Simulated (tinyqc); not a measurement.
Luttinger-Kohn k.p, four valence bands, step by step. Computed by tinyqc, a small Python program that keeps every step. Settings: g1 = 15.67, g2 = 4.07, g3 = 7.04. Command: `OMP_NUM_THREADS=1 python tinyqc.py 27194 27195 out.jsonl` (the two numbers bound the seeds that draw the settings). One thread of a shared host (Intel(R) Xeon(R) Processor @ 2.60GHz), about 0.01 s of CPU time with the checks.

## Bloch Hamiltonian at k

Luttinger parameters chosen for this model; energies are counted downward from the top of the valence band:
```
parameter      value  unit
g1         15.670000
g2          4.070000
g3          7.040000
```

k point k (1/angstrom): [0.039000, -0.045000, -0.035000]

P = c g1 k^2, Q = c g2 (kx^2 + ky^2 - 2 kz^2), R = c sqrt3 [-g2 (kx^2 - ky^2) + 2i g3 kx ky], S = 2 c sqrt3 g3 (kx - i ky) kz, c = hbar^2/2m = 3.809982 eV angstrom^2; rows [P+Q, -S, R, 0], [-S*, P-Q, 0, R], [R*, 0, P-Q, S], [0, R*, S*, P+Q]. The path ends lie at |k| = 0.07 1/angstrom.

H(k) at k (eV), order 3/2, 1/2, -1/2, -3/2:
$$\begin{pmatrix}
0.301835 & 0.126829+0.146341i & 0.013537-0.163066i & 0.000000 \\
0.126829-0.146341i & 0.267845 & 0.000000 & 0.013537-0.163066i \\
0.013537+0.163066i & 0.000000 & 0.267845 & -0.126829-0.146341i \\
0.000000 & 0.013537+0.163066i & -0.126829+0.146341i & 0.301835
\end{pmatrix}$$

## Levels at k

Diagonalise the Hermitian matrix.

eigenvalues (eV): [0.030746, 0.030746, 0.538935, 0.538935]

## Bands along a path

The same steps at evenly spaced points between the labelled ones.

Bands along the path (eV):
```
k               band 1    band 2    band 3    band 4
[111]         0.029684  0.029684  0.555400  0.555400
[111]-G 0.25  0.016697  0.016697  0.312413  0.312413
[111]-G 0.50  0.007421  0.007421  0.138850  0.138850
[111]-G 0.75  0.001855  0.001855  0.034713  0.034713
G             0.000000  0.000000  0.000000  0.000000
G-[100] 0.25  0.008786  0.008786  0.027782  0.027782
G-[100] 0.50  0.035144  0.035144  0.111127  0.111127
G-[100] 0.75  0.079075  0.079075  0.250035  0.250035
[100]         0.140577  0.140577  0.444507  0.444507
```

## Hole masses

E = c [g1 k^2 -/+ 2 sqrt(g2^2 k^4 + 3 (g3^2 - g2^2)(kx^2 ky^2 + ky^2 kz^2 + kz^2 kx^2))] with c = hbar^2/2m, and m* = hbar^2 k^2 / (2 E).

Masses (electron masses):
```
direction     heavy     light
[100]      0.132802  0.041999
[110]      0.355233  0.035057
[111]      0.628931  0.033613
```
